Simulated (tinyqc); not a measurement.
Inside a calculation. Method: MP2 on RHF in the sto-3g basis, for H3-, spin multiplicity 1. The basis has no diffuse functions, so it cannot describe the extra electron: this is an exercise in the method, not the real anion. One step of it, computed by the program tinyqc.

Task: Second-order Moller-Plesset energy. E2 = sum_ijab (ia|jb) [2 (ia|jb) - (ib|ja)] / (e_i + e_j - e_a - e_b) over occupied i, j and virtual a, b; the opposite-spin part is (ia|jb)^2 / denominator, the rest is same-spin, and SCS-MP2 scales them by 6/5 and 1/3.

orbital energies (hartree): MO1 -0.199965, MO2 0.255855, MO3 1.352138

Two-electron integrals over orbitals (pq|rs), unique and non-zero (hartree):
```
p,q,r,s,(pq|rs)
1,1,1,1,0.588055
2,1,1,1,-0.000115
2,1,2,1,0.159216
2,2,1,1,0.529409
2,2,2,1,0.000124
2,2,2,2,0.572186
3,1,1,1,0.079244
3,1,2,1,0.000065
3,1,2,2,-0.031721
3,1,3,1,0.131205
3,2,1,1,0.000105
3,2,2,1,-0.131240
3,2,2,2,-0.000123
3,2,3,1,-0.000035
3,2,3,2,0.132004
3,3,1,1,0.609734
3,3,2,1,-0.000067
3,3,2,2,0.544925
3,3,3,1,0.104386
3,3,3,2,0.000075
3,3,3,3,0.677569
```

Hartree-Fock energy = -1.26305648 hartree

Give: Terms; Pair energies; MP2 correlation energy; SCS-MP2 correlation energy; MP2 total energy.

Result:

Terms:
```
i,j,a,b,(ia|jb),(ib|ja),denominator,term
2,2,3,3,0.132,0.132,-2.193,-0.008
1,1,3,3,0.131,0.131,-3.104,-0.006
1,2,3,3,-3.52e-05,-3.52e-05,-2.648,-4.68e-10
2,1,3,3,-3.52e-05,-3.52e-05,-2.648,-4.68e-10
```

Pair energies (hartree; pair i-j sums ij and ji):
```
pair,opposite spin,same spin
1-1,-0.006,0.000
2-1,-9.37e-10,0.000
2-2,-0.008,0.000
```

MP2 correlation energy = -0.01349 hartree

SCS-MP2 correlation energy = -0.01619 hartree

MP2 total energy = -1.27655 hartree
